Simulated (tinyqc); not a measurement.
Substrate current against gate voltage: lateral field, substrate current, probability of reaching the oxide barrier and hot-carrier lifetime of a silicon transistor (pseudo-two-dimensional and lucky-electron models). Computed by tinyqc, a small Python program. Command: `OMP_NUM_THREADS=1 python tinyqc.py 3030881 3030882 out.jsonl hotcar walk`. One thread of a shared host (Intel(R) Xeon(R) Processor @ 2.30GHz), about 0.01 s of CPU time with the checks.

Local-field models: a lucky carrier gains its energy at the peak field over a path free of collisions. Voltages are magnitudes.

Inputs (values chosen for the exercise, modelled on a silicon n-channel):
```
quantity,value,unit
channel length L,250,nm
oxide thickness t,5,nm
junction depth x_j,87,nm
mobility mu,350,cm^2/(V s)
saturation velocity v_s,0.85,1e7 cm/s
threshold voltage V_T,0.57,V
drain voltage V_D,2.8,V
ionisation prefactor A_i,2e+06,1/cm
ionisation field B_i,1.73,MV/cm
hot-carrier mean free path lambda,8.2,nm
oxide barrier phi_b,3.1,eV
interface-trap threshold phi_it,3.8,eV
lifetime constant H,4,s microampere/micrometre
length of the depleted extension L_n,17,nm
```

Drain: lightly doped extension.

Constants: eps_0 = 8.8541878128e-12 F/m.

Method:
- C_ox = 3.9 eps_0/t; F_sat = 2 v_s/mu; V_Dsat = V_ov F_sat L/(V_ov + F_sat L), V_ov = V_G - V_T; I_D/W = C_ox v_s (V_ov - V_Dsat).
- Scale length l = 0.22 t^(1/3) x_j^(1/2) (all in cm); F_m = sqrt(((V_D - V_Dsat)/l_e)^2 + F_sat^2), with l_e = l + L_n; length of the velocity-saturated region l_e ln((V_D - V_Dsat)/(l_e F_sat) + F_m/F_sat).
- Substrate current I_sub/I_D = (A_i/B_i)(V_D - V_Dsat) exp(-B_i/F_m); probability of reaching the oxide barrier exp(-phi_b/(e lambda F_m)); lifetime tau = (H/(I_D/W)) exp(phi_it/(e lambda F_m)).

At the given drain voltage:
```
V_G (V),V_Dsat (V),I_D/W (microampere/micrometre),F_m (kV/cm),I_sub/W (microampere/micrometre),tau (s)
0.70,0.11743,7.4,394.60,0.2855,68293
0.82,0.20732,25.1,381.58,0.8066,30028
1.00,0.31755,66.0,365.62,1.6694,19364
1.30,0.45591,160.9,345.61,2.9215,16548
1.60,0.55729,277.5,330.97,3.8630,17366
2.00,0.65667,454.0,316.63,4.7661,20017
2.30,0.71349,596.7,308.43,5.2749,22465
2.70,0.77339,796.4,299.80,5.8180,25943
3.10,0.82049,1003.5,293.02,6.2657,29444
```

What follows from these numbers?

I_sub rises over the whole table: the growing drain current outweighs the fall of F_m. The shortest lifetime among the rows lies at V_G = 1.3 V, below that of the largest I_sub, since tau depends more steeply on the field.

Extremes, crossings and ranges named in words are read from the listed rows.
